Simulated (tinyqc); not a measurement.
Implant damage, amorphisation by cascade overlap, and solid-phase epitaxial regrowth. Changing the dose Q. Computed by tinyqc, a small Python program. Command: `OMP_NUM_THREADS=1 python tinyqc.py 3112436 3112437 out.jsonl sper sweep`. One thread of a shared host (Intel(R) Xeon(R) Processor @ 2.30GHz), about 0.01 s of CPU time with the checks.

Range and width of the damage are inputs. Dynamic annealing enters only through the surviving share f.

Inputs (values chosen for the exercise, modelled on silicon ions in silicon):

| quantity | value | unit |
|---|---|---|
| atomic density N | 49.9 | 1/nm^3 |
| ion Z1 | 14 | - |
| ion mass M1 | 28 | u |
| target Z2 | 14 | - |
| target mass M2 | 28.09 | u |
| ion energy E | 40 | keV |
| displacement energy E_d | 14 | eV |
| depth of the damage peak R_d | 32 | nm |
| width of the damage profile s_d | 19 | nm |
| share of defects that survive f | 0.35 | - |
| critical displaced share x_c | 0.12 | - |
| regrowth prefactor v0 | 5.5e+15 | nm/s |
| regrowth energy E_a | 2.7 | eV |
| anneal temperature | 607 | C |
| rate relative to (100) | 1 | - |
| peak enhancement by the dopant | 3.6 | - |

Constants: a_0 = 0.529177210903 angstrom; e^2/(4 pi eps_0) = 14.39964548 eV angstrom; k_B = 8.617333262e-05 eV/K.

Method:
- Robinson partition: eps = E a M2/(Z1 Z2 (e^2/(4 pi eps_0)) (M1 + M2)), a = 0.8853 a_0/sqrt(Z1^(2/3) + Z2^(2/3)); k = 0.0793 Z1^(2/3) Z2^(1/2) (M1 + M2)^(3/2)/((Z1^(2/3) + Z2^(2/3))^(3/4) M1^(3/2) M2^(1/2)); damage energy T_d = E/(1 + k (eps + 0.40244 eps^(3/4) + 3.4008 eps^(1/6))); displacements nu = 0.8 T_d/(2 E_d).
- Displaced share x(z) = f nu Q exp(-(z - R_d)^2/(2 s_d^2))/(sqrt(2 pi) s_d N); the layer is amorphous where x > x_c, between R_d -/+ s_d sqrt(2 ln(x_max/x_c)), the upper edge being cut at the surface. Threshold dose Q_c = Q x_c/x_max.
- Displaced atoms per area beyond the lower edge z2: f nu Q (1/2) erfc((z2 - R_d)/(sqrt2 s_d)); they are not removed by regrowth.
- v = v0 x orientation factor x exp(-E_a/(k_B T)) x [1 + (enhancement - 1) exp(-(z - R_d)^2/(2 s_d^2))], T = anneal temperature + 273.15 K; the dopant is taken to follow the damage profile; the lower front moves from the lower edge z2 to the surface, or to the middle (z1 + z2)/2 of a buried layer with upper edge z1; time = int dz/v; the equivalent undoped distance is that time times the undoped velocity.

One run for each value:

| dose Q (1/cm^2) | lower edge (nm) | upper edge (nm) | displaced atoms beyond z2 (1/cm^2) | time with enhancement (s) |
|---|---|---|---|---|
| 2.60e+14 | 55.50 | 8.499 | 6.622e+15 | 4.11 |
| 5.40e+14 | 64.86 | 0.000 | 5.326e+15 | 13.23 |
| 1.10e+15 | 71.92 | 0.000 | 4.619e+15 | 15.85 |
| 2.30e+15 | 78.11 | 0.000 | 4.128e+15 | 18.55 |
| 4.70e+15 | 83.40 | 0.000 | 3.779e+15 | 21.08 |
| 9.70e+15 | 88.26 | 0.000 | 3.504e+15 | 23.51 |
| 2.00e+16 | 92.73 | 0.000 | 3.283e+15 | 25.80 |

Over the rows, lower edge (nm) rises from 55.5 to 92.7 (exponent d ln y / d ln x 0.21 between the first rows and 0.068 between the last); upper edge (nm) falls from 8.50 to 0, flat over part of the range; displaced atoms beyond z2 (1/cm^2) falls from 6.62e15 to 3.28e15 (exponent d ln y / d ln x -0.30 between the first rows and -0.090 between the last).  Left out: 3.00e13, 6.20e13, 1.30e14 (the dose does not amorphise).
